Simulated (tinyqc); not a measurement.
Changing the Huang-Rhys factor S: non-radiative capture by multiphonon emission, one effective mode. Computed by tinyqc, a small Python program. Command: `OMP_NUM_THREADS=1 python tinyqc.py 3015388 3015389 out.jsonl capture sweep`. One thread of a shared host (Intel(R) Xeon(R) Processor @ 2.30GHz), about 0.04 s of CPU time with the checks.

The initial state (free carrier plus empty centre) lies dE above the final state; both have the same frequency and are displaced by dQ.

Inputs (values chosen for the exercise, with mass, screening and phonons like those of silicon):
```
quantity                     value                   unit
energy released dE            0.21                     eV
phonon energy hbar omega      34.7                    meV
electron-phonon coupling W  0.0093  eV/(u^(1/2) angstrom)
cell volume V                 1590             angstrom^3
degeneracy g                     2                      -
broadening b                    29                    meV
carrier mass m               0.815                    m_0
dielectric constant eps       11.8                      -
temperature T                  500                      K
defect density N_t           1e+16                  cm^-3
```

Centre: attractive.

Constants: hbar^2/u = 4.18015928e-03 eV angstrom^2; k_B = 8.617333262e-05 eV/K; hbar = 6.582119569e-16 eV s; Ry = 13.605693123 eV; k_B = 1.380649e-23 J/K; m_0 = 9.1093837015e-31 kg.

Method:
- dQ = sqrt(2 S (hbar^2/u)/hbar omega); relaxation energy lambda = S hbar omega; phonons needed P = dE/hbar omega; classical barrier E_b = (dE - lambda)^2/(4 lambda); occupation n = 1/(exp(hbar omega/k_B T) - 1).
- Huang-Rhys weight for a net emission of p phonons: L_p = exp(-S (2n + 1)) ((n + 1)/n)^(p/2) I_p(2 S sqrt(n (n + 1))), I_p the modified Bessel function.
- M_p = sum_m w_m <m_i|Q|(m + p)_f>^2 with Q counted from the final minimum and Boltzmann weights w_m for m = 0..24; <m_i|Q|k_f> = sqrt((hbar^2/u)/(2 hbar omega)) [sqrt(k) <m|k-1> + sqrt(k+1) <m|k+1>], with overlaps of oscillators displaced by d = sqrt(2 S) summed on 1500 points from -16 to 16 + d.
- The delta function is a Gaussian of standard deviation b at dE - p hbar omega.
- C_0 = V (2 pi/hbar) g W^2 sum_p M_p Gaussian_p. The sum runs over the seven p from round(P) - 3 to round(P) + 3; 1 angstrom^3 = 1e-24 cm^3.
- Sommerfeld factor of an attractive centre: s(k) = 2 pi nu/(1 - exp(-2 pi nu)), nu = sqrt(Ry*/E), Ry* = Ry m/eps^2, averaged over (2/sqrt(pi)) sqrt(x) exp(-x) dx with x = E/k_B T = t^2 (trapezoid, t to 6 in steps of 0.01).
- C = s C_0; v = sqrt(3 k_B T/m); sigma = C/v; tau = 1/(C N_t).

One run for each value:
```
Huang-Rhys factor S  capture coefficient C (cm^3/s)  classical barrier E_b (eV)  dQ (u^(1/2) angstrom)
0.59                                     2.6486e-09                     0.43863                0.37703
0.73                                     4.9187e-09                     0.33657                0.41938
1.10                                     1.4696e-08                     0.19338                0.51481
1.40                                     2.5765e-08                     0.13409                0.58078
1.80                                     4.2556e-08                     0.08713                0.65854
2.20                                     5.9232e-08                     0.05850                0.72804
2.80                                     8.0505e-08                     0.03276                0.82135
3.50                                     9.7460e-08                     0.01614                0.91829
```

Give the missing row, Huang-Rhys factor S = 0.92.

Computed row:
```
Huang-Rhys factor S  capture coefficient C (cm^3/s)  classical barrier E_b (eV)  dQ (u^(1/2) angstrom)
0.92                                     9.2937e-09                     0.24833                0.47080
```

Interpolating between the two neighbouring rows (the first column on a logarithmic scale, the others too where they are positive) misses most in capture coefficient C (cm^3/s), by 1.9 %. Over the rows, capture coefficient C (cm^3/s) rises from 2.65e-9 to 9.75e-8 (exponent d ln y / d ln x 2.9 between the first rows and 0.86 between the last); classical barrier E_b (eV) falls from 0.439 to 0.0161 (exponent d ln y / d ln x -1.2 between the first rows and -3.2 between the last); dQ (u^(1/2) angstrom) rises from 0.377 to 0.918 (exponent d ln y / d ln x about 0.50 throughout). The barrier vanishes where S equals the number of phonons needed, dE/hbar omega = 6.1.

Caution (rows 0.590, 0.730, 0.920, 1.10): the largest term is not the one nearest energy conservation, so C_0 depends strongly on the broadening b. Caution (all rows): the effective Bohr radius is under 10 angstrom, so the effective-mass Sommerfeld factor is rough.

Extremes, crossings and ranges named in words are read from the listed rows.
